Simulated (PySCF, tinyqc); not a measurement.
Inside a calculation. Method: CIS and TDHF on RHF in the 6-31g basis, for H3+, spin multiplicity 1. The lowest restricted solution is unstable here: a spin-polarised one lies 0.0032 hartree lower (PySCF). One step of it, computed by the program tinyqc.

Problem. CIS matrix, singlets. A(ia,jb) = (e_a - e_i) d_ij d_ab + 2 (ia|jb) - (ij|ab).

orbital energies (hartree): MO1 -0.884413, MO2 -0.388233, MO3 -0.085353, MO4 0.598017, MO5 0.688278, MO6 0.816245

Two-electron integrals over orbitals (pq|rs), unique and non-zero (hartree):
```
(11|11) 0.509991    (21|11) -0.000020   (21|21) 0.118436    (22|11) 0.406132
(22|21) 0.000024    (22|22) 0.422708    (31|11) 0.077520    (31|21) 0.000005
(31|22) -0.020392   (31|31) 0.081182    (32|11) 0.000009    (32|21) -0.097083
(32|22) -0.000023   (32|31) -0.000011   (32|32) 0.102954    (33|11) 0.402934
(33|21) -0.000019   (33|22) 0.365320    (33|31) 0.028746    (33|32) 0.000017
(33|33) 0.363029    (41|11) 0.057750    (41|21) -2.23e-06   (41|22) 0.072250
(41|31) -0.014694   (41|32) 1.73e-07    (41|33) 0.042323    (41|41) 0.046836
(42|11) 1.12e-06    (42|21) 0.069077    (42|22) 0.000029    (42|31) 3.82e-07
(42|32) -0.052484   (42|33) 2.60e-07    (42|41) 0.000008    (42|42) 0.078403
(43|11) -0.055335   (43|21) -1.87e-06   (43|22) -0.059924   (43|31) 0.005621
(43|32) 1.10e-06    (43|33) -0.034932   (43|41) -0.029810   (43|42) -0.000008
(43|43) 0.034478    (44|11) 0.399425    (44|21) 0.000021    (44|22) 0.410756
(44|31) -0.016252   (44|32) -0.000020   (44|33) 0.352075    (44|41) 0.079392
(44|42) 0.000033    (44|43) -0.069181   (44|44) 0.423986    (51|11) 0.000030
(51|21) -0.049578   (51|22) -3.54e-07   (51|31) 0.000007    (51|32) 0.038554
(51|33) 0.000021    (51|41) 0.000008    (51|42) -0.056581   (51|43) -8.59e-07
(51|44) -1.38e-06   (51|51) 0.041448    (52|11) -0.081877   (52|21) -0.000006
(52|22) -0.098082   (52|31) 0.017507    (52|32) 2.98e-06    (52|33) -0.054973
(52|41) -0.058016   (52|42) -0.000019   (52|43) 0.047851    (52|44) -0.112179
(52|51) -1.53e-06   (52|52) 0.080356    (53|11) 0.000013    (53|21) 0.026586
(53|22) 0.000006    (53|31) 0.000014    (53|32) -0.012450   (53|33) 0.000008
(53|41) 9.38e-07    (53|42) 0.044742    (53|43) 2.37e-06    (53|44) 0.000008
(53|51) -0.030942   (53|52) -3.86e-06   (53|53) 0.032936    (54|11) 0.000024
(54|21) -0.149655   (54|22) -0.000040   (54|31) -7.72e-07   (54|32) 0.133787
(54|33) 0.000023    (54|41) -4.54e-06   (54|42) -0.104756   (54|43) 4.34e-06
(54|44) -0.000040   (54|51) 0.076461    (54|52) 0.000015    (54|53) -0.041962
(54|54) 0.220513    (55|11) 0.383294    (55|21) -1.54e-07   (55|22) 0.410105
(55|31) -0.028132   (55|32) -2.68e-06   (55|33) 0.347043    (55|41) 0.082466
(55|42) 0.000018    (55|43) -0.067119   (55|44) 0.422296    (55|51) 0.000008
(55|52) -0.112863   (55|53) -2.02e-06   (55|54) -0.000012   (55|55) 0.424512
(61|11) -0.077467   (61|21) -0.000008   (61|22) -0.001221   (61|31) -0.062494
(61|32) 0.000014    (61|33) -0.046910   (61|41) -0.004873   (61|42) -0.000012
(61|43) -0.012877   (61|44) 0.002388    (61|51) -0.000010   (61|52) -0.007463
(61|53) -0.000025   (61|54) 0.000014    (61|55) 0.007901    (61|61) 0.091196
(62|11) -0.000012   (62|21) 0.029828    (62|22) -0.000016   (62|31) 0.000014
(62|32) -0.018631   (62|33) -0.000011   (62|41) -0.000013   (62|42) 0.027650
(62|43) 0.000011    (62|44) -0.000019   (62|51) -0.019303   (62|52) 0.000015
(62|53) 0.017700    (62|54) -0.040918   (62|55) -0.000028   (62|61) -0.000014
(62|62) 0.014862    (63|11) -0.117193   (63|21) 0.000019    (63|22) -0.049253
(63|31) -0.052573   (63|32) -0.000007   (63|33) -0.065382   (63|41) -0.026883
(63|42) 0.000014    (63|43) 0.013494    (63|44) -0.052315   (63|51) -0.000031
(63|52) 0.029393    (63|53) -4.43e-06   (63|54) -0.000025   (63|55) -0.044740
(63|61) 0.072248    (63|62) 0.000007    (63|63) 0.080289    (64|11) -0.020391
(64|21) -0.000033   (64|22) 0.027374    (64|31) -0.040173   (64|32) 0.000032
(64|33) -0.001182   (64|41) 0.021930    (64|42) -0.000021   (64|43) -0.009758
(64|44) 0.029920    (64|51) 0.000016    (64|52) -0.025588   (64|53) -0.000016
(64|54) 0.000044    (64|55) 0.038050    (64|61) 0.025435    (64|62) -0.000020
(64|63) 0.017100    (64|64) 0.029896    (65|11) -0.000024   (65|21) -0.044103
(65|22) 0.000010    (65|31) -0.000045   (65|32) 0.044119    (65|33) -3.42e-06
(65|41) 0.000014    (65|42) -0.033377   (65|43) -0.000011   (65|44) 0.000014
(65|51) 0.025367    (65|52) -0.000019   (65|53) -0.010708   (65|54) 0.068055
(65|55) 0.000028    (65|61) 0.000046    (65|62) -0.009604   (65|63) 0.000022
(65|64) 0.000041    (65|65) 0.024772    (66|11) 0.520748    (66|21) -0.000039
(66|22) 0.356101    (66|31) 0.131982    (66|32) 0.000022    (66|33) 0.407997
(66|41) 0.043697    (66|42) -0.000018   (66|43) -0.032273   (66|44) 0.354893
(66|51) 0.000054    (66|52) -0.051537   (66|53) 0.000023    (66|54) 0.000059
(66|55) 0.333859    (66|61) -0.151906   (66|62) -2.88e-06   (66|63) -0.164311
(66|64) -0.054961   (66|65) -0.000056   (66|66) 0.636503
```

Give: CIS matrix A, singlet.

Solution.

CIS matrix A, singlet (hartree), lower triangle:
```
         1>2      1>3     1>4     1>5     1>6
1>2   0.3269
1>3   0.0000   0.5585
1>4   0.0000   0.0259  1.1767
1>5  -0.0173   0.0000  0.0000  1.2723
1>6   0.0000  -0.0078  0.0106  0.0000  1.3623
```
